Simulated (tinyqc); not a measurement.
## Doping and thickness from pinch-off voltage and conductance

Inverse problem. A uniform channel has Vp = q Nd a^2/(2 eps0 eps_r) and G0 = 2 q mu Nd a W/L. Find a and Nd.

Values chosen for this exercise; material values close to those of gallium arsenide:
- eps_r = 13.2 (relative permittivity of the semiconductor)
- mu = 5900 cm^2/(V s) (low-field mobility at this doping)
- L = 1 um (gate length)
- W = 50 um (gate width)

Constants: q = 1.602176634e-19 C, eps0 = 8.8541878128e-14 F/cm where lengths are in cm. Results are converted to the units shown.

Vp = 3.7438409 V
G0 = 101.23994 mS

Answer. G0 gives the product Nd a and Vp gives Nd a^2; their ratio is a.

a = 510.0 nm
Nd = 2.100e16 cm^-3

Program tinyqc, `OMP_NUM_THREADS=1 python tinyqc.py 2500139 2500140 out.jsonl`; Intel Xeon 2.30GHz, shared host, one thread, about 0.09 s.
